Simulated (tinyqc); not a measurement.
# A square-lattice strip 2 sites wide, recursive Green functions: two studies

The device has N = 5 slices of 2 site(s), nearest-neighbour hopping -t, and site energies U; the leads are semi-infinite continuations with site energy 0. V = <i+1|H|i> = -t 1.

Inputs (values chosen for the exercise):
```
symbol,value,unit,meaning
t,1,eV,hopping (matrix element -t)
U,"[-0.7, -0.42, -1.02, 0.46, -0.51, 0.44, 0.6, -0.09, 0.51, 0.18]",eV,"site energies, slice by slice (2 a slice)"
E,-1.66,eV,energy
```

Each table varies one quantity; the others keep the values above.

## The device repeated

Transverse modes n = 1..2: chi_n(j) = sqrt(2/3) sin(pi n j/3), energy e_n = -2 t cos(pi n/3). Sigma = t^2 sum_n chi_n chi_n^T g(E - e_n), g(x) = (x - i sqrt(4 t^2 - x^2))/(2 t^2) for |x| < 2 t and (x - sign(x) sqrt(x^2 - 4 t^2))/(2 t^2) otherwise; Gamma = i (Sigma - Sigma^dagger); both leads give the same. Forward pass: g_1 = (E - H_1 - Sigma)^(-1), g_i = (E - H_i - V g_(i-1) V^dagger)^(-1), with Sigma also subtracted on the last slice; G_(i,1) = g_i V G_(i-1,1), starting from g_1. H_i is the block of slice i: its site energies on the diagonal and -t between neighbouring rows. T(E) = Tr[Gamma G_(N,1) Gamma G_(N,1)^dagger]. The list U is repeated k times, so the device has k N slices.

The device repeated:
```
k	T(E)	ln T(E)
1	0.9942	-0.005844
2	0.9887	-0.01134
3	0.9849	-0.01524
4	0.9848	-0.01530
5	0.9886	-0.01149
6	0.9939	-0.006119
8	0.9971	-0.002855
10	0.9878	-0.01232
12	0.9853	-0.01481
```

What does the comparison show?

T(E) moves between 0.985 and 0.997 and does not die away: at least one band of the periodic structure that the repeats form is open at this energy.

## Transmission against energy

Same model as above.

Result of one run:
```
E (eV)	open modes	T(E)	T(E) per open mode
-0.48	2	1.5732	0.78662
```

What becomes of these results when the energy E is changed from -0.48 to 0.48 eV, all else the same?

Result of the changed run:
```
E (eV)	open modes	T(E)	T(E) per open mode
0.48	2	1.2485	0.62423
```

The whole series:
```
E (eV)	open modes	T(E)	T(E) per open mode
-2.9	1	0.12468	0.12468
-2.42	1	0.89127	0.89127
-1.93	1	0.97790	0.97790
-1.45	1	0.98117	0.98117
-0.97	2	1.0239	0.51197
-0.48	2	1.5732	0.78662
0	2	1.7585	0.87925
0.48	2	1.2485	0.62423
0.97	2	1.0215	0.51075
1.45	1	0.79746	0.79746
1.93	1	0.83924	0.83924
2.42	1	0.93320	0.93320
2.9	1	0.17157	0.17157
```

T(E) lies between 0.125 (E = -2.9 eV) and 1.76 (E = 0 eV) in these rows. The leads offer 1 to 2 open mode(s), of which the mean share 0.69 is transmitted.

Numbers from tinyqc (`OMP_NUM_THREADS=1 python tinyqc.py 2660025 2660026 out.jsonl`; about 0.01 s on one thread of a shared Intel Xeon 2.30GHz).
